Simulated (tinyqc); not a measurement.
Comparisons within one model: model-solid line-up of a strained alloy layer on a substrate. A value that a table varies takes the place of the one given here.

All values of the alloy are linear in x but the gap, Eg(x) = (1 - x) Eg_A + x Eg_B - C x (1 - x), and the valence edge, Ev(x) = (1 - x) Ev_A + x Ev_B + fv C x (1 - x); Ec = Ev + Eg. Ev is the top of the unstrained valence band on a scale common to all materials. In the layer only the Gamma valley of the conduction band is followed, also where an X or L valley would lie lower.

Coherent growth on a (110) face: e_par = (a_s - a)/a, e_perp = -(C11 + 3 C12 - 2 C44)/(C11 + C12 + 2 C44) e_par; exx = eyy = (e_par + e_perp)/2, ezz = e_par, exy = (e_perp - e_par)/2, eyz = ezx = 0.

Strained edges: Ec + ac tr(e); the valence edges are Ev plus the levels of the 6 x 6 matrix of X, Y, Z times spin with -Dso/3 + l exx + m (eyy + ezz) on the diagonal (cyclic), n exy off it, l = av + 2 b, m = av - b, n = sqrt(3) d. Spin-orbit term (Dso/3) L.sigma on X, Y, Z with (L_k)_ij = -i epsilon_kij: <X+|H|Y+> = -i Dso/3, <X+|H|Z-> = Dso/3, <Y+|H|Z-> = -i Dso/3, <Z+|H|X-> = -Dso/3, <Z+|H|Y-> = i Dso/3, <X-|H|Y-> = i Dso/3, and their conjugates; + and - are the spin along z.

dEc = Ec(substrate) - Ec(layer), dEv = Ev(layer) - Ev(substrate); positive values confine the carrier in the layer. Type I: both of one sign; type II: opposite signs; type III: the gaps do not overlap.

Coherent growth: e_par = (a_s - a)/a. (001): e_perp = -2 (C12/C11) e_par; exx = eyy = e_par, ezz = e_perp, no shear. (111): e_perp = -(2 C11 + 4 C12 - 4 C44)/(C11 + 2 C12 + 4 C44) e_par; exx = eyy = ezz = (2 e_par + e_perp)/3 and exy = eyz = ezx = (e_perp - e_par)/3. (110): e_perp = -(C11 + 3 C12 - 2 C44)/(C11 + C12 + 2 C44) e_par; exx = eyy = (e_par + e_perp)/2, ezz = e_par, exy = (e_perp - e_par)/2, eyz = ezx = 0.

Parameters, chosen for this exercise (A near AlAs, B near InAs, substrate near InP; not measured data):
```
symbol  value           unit      meaning
a       (5.667, 6.053)  angstrom  lattice constant of A, B
Eg      (3.135, 0.412)  eV        gap at Gamma to the s-like level of A, B
Dso     (0.283, 0.394)  eV        spin-orbit splitting of A, B
Ev      (-1.33, -0.59)  eV        top of the unstrained valence band of A, B
ac      (-5.68, -5.06)  eV        conduction deformation potential of A, B
av      (2.46, 0.99)    eV        valence hydrostatic potential of A, B
b       (-2.29, -1.79)  eV        tetragonal shear potential of A, B
d       (-3.42, -3.58)  eV        trigonal shear potential of A, B
C11     (123.2, 83.1)   GPa       of A, B
C12     (53.9, 46)      GPa       of A, B
C44     (54.2, 39.2)    GPa       of A, B
C       0.621           eV        bowing of the gap
fv      0                         share of the bowing taken by the valence edge
a_s     5.878           angstrom  substrate
Eg_s    1.43            eV        lowest gap of the substrate
Ev_s    -0.93           eV        substrate valence edge
face    110                       growth face
x       0.85                      fraction of B
```

## Composition against offsets

Each composition is strained to the same substrate.

Results:
```
x     e_par (%)  relaxed gap (eV)  strained gap (eV)  valence splitting (meV)  dEc (eV)  dEv (eV)  type
0.11       2.95             2.775              2.311                      240    -0.798    -0.083     I
0.23       2.12             2.399              2.081                      166    -0.578    -0.073     I
0.36       1.24             2.012              1.836                       92    -0.356    -0.050     I
0.48       0.44             1.673              1.615                       31    -0.166    -0.018     I
0.61      -0.41             1.326              1.351                       27     0.023     0.057     I
0.73      -1.19             1.025              1.090                       70     0.182     0.158     I
0.86      -2.02             0.718              0.820                      109     0.338     0.272     I
0.98      -2.77             0.454              0.582                      137     0.466     0.382     I
```

The alloy matches the substrate at x = 0.547, where the top valence edge changes its character and the splitting passes through zero. The strained gap runs from 2.311 to 0.582 eV, against 2.775 to 0.454 eV for the relaxed alloy: strain takes back part of the change that the composition makes. Strains above 2 % can be kept only in layers of a few nanometres. The line-up is type I throughout on these rows, with the layer turning from barrier to well; as the two offsets do not vanish at the same x, a type II window lies between the rows where they change sign. Offsets below about 50 meV are within the spread of parameter sets, so those rows do not settle the type. Where the alloy is indirect its X or L edge, left out, lies lower and sets the real gap and dEc.

## The same layer on three faces

Composition and substrate are kept.

Results:
```
face   e_perp (%)  tr(e) (%)  shift of Ec (meV)  shift of Ev (meV)  valence splitting (meV)  gap (eV)
(001)       2.068     -1.838               94.7               52.8                    116.5    0.7832
(111)       1.125     -2.782              143.3               29.5                    102.7    0.8551
(110)       1.317     -2.590              133.5               34.4                    105.9    0.8403
```

The layer yields most along the normal on (001) and least on (111), so the volume change, and with it the shift of Ec, is largest on (111). The valence splitting, set by b on (001), by d on (111) and by both on (110), is largest on (001). The gaps span 72 meV, from (001) to (111).

## What each parameter does

Strained gap, valence splitting and offsets. Each row changes one parameter from the base and keeps the others.

Results:
```
case                      gap (eV)  splitting (meV)  dEc (eV)  dEv (eV)
base                        0.8403            105.9    0.3263    0.2634
x = 0.87                    0.7998            111.2    0.3489    0.2813
a_s = 5.898 angstrom        0.8234             91.6    0.3491    0.2575
C = 0.721 eV                0.8276            105.9    0.3390    0.2634
fv = 0.2                    0.8403            105.9    0.3104    0.2792
Ev_s = -0.88 eV             0.8403            105.9    0.3763    0.2134
C12 = (61.985, 52.9) GPa    0.8284            109.3    0.3336    0.2680
ac = (-6.532, -5.819) eV    0.8604            105.9    0.3063    0.2634
b = (-2.633, -2.058) eV     0.8382            108.5    0.3263    0.2656
```

The largest shifts from the base row, up to three for each result and ties (the steps differ in size, so this ranks the rows, not the parameters). gap (eV): x -0.0406, ac +0.0200, a_s -0.0169; unchanged at the printed digits by fv and Ev_s. splitting (meV): a_s -14.3, x +5.3, C12 +3.4; unchanged at the printed digits by C, fv, Ev_s and ac. dEc (eV): Ev_s +0.0500, a_s +0.0228, x +0.0226; unchanged at the printed digits by b. dEv (eV): Ev_s -0.0500, x +0.0179, fv +0.0158; unchanged at the printed digits by C and ac.

tinyqc: `OMP_NUM_THREADS=1 python tinyqc.py 1081521 1081522 out.jsonl`; about 0.03 s, one thread, shared Intel(R) Xeon(R) Processor @ 2.30GHz.
